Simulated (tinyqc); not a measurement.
Implant damage, amorphisation by cascade overlap, and solid-phase epitaxial regrowth: one step, computed by the program tinyqc. Command: `OMP_NUM_THREADS=1 python tinyqc.py 3113796 3113797 out.jsonl sper walk`. One thread of a shared host (Intel(R) Xeon(R) Processor @ 2.30GHz), about 0.01 s of CPU time with the checks.

Range and width of the damage are inputs. Dynamic annealing enters only through the surviving share f.

Question. Overlap model. Gibbons model: a point turns amorphous after n + 1 hits; with y = A_i Q the amorphous share is 1 - exp(-y) sum_(k=0..n) y^k/k!. Doses are set by y.

Inputs (values chosen for the exercise, modelled on fluorine ions in silicon): overlaps needed n = 1; area amorphised by one track A_i = 2.3 nm^2.

Give: the table «Amorphous share» with the columns Q (1/cm^2), direct impact (n = 0), given n, for y = 0.1, 0.3, 0.6, 1.0, 2.0, 3.0, 5.0, 8.0.

Answer.

Amorphous share:

| y | Q (1/cm^2) | direct impact (n = 0) | given n |
|---|---|---|---|
| 0.1 | 4.348e+12 | 0.0952 | 0.0047 |
| 0.3 | 1.304e+13 | 0.2592 | 0.0369 |
| 0.6 | 2.609e+13 | 0.4512 | 0.1219 |
| 1.0 | 4.348e+13 | 0.6321 | 0.2642 |
| 2.0 | 8.696e+13 | 0.8647 | 0.5940 |
| 3.0 | 1.304e+14 | 0.9502 | 0.8009 |
| 5.0 | 2.174e+14 | 0.9933 | 0.9596 |
| 8.0 | 3.478e+14 | 0.9997 | 0.9970 |

At small y the share grows as y^2; between the first rows the exponent is 1.88.
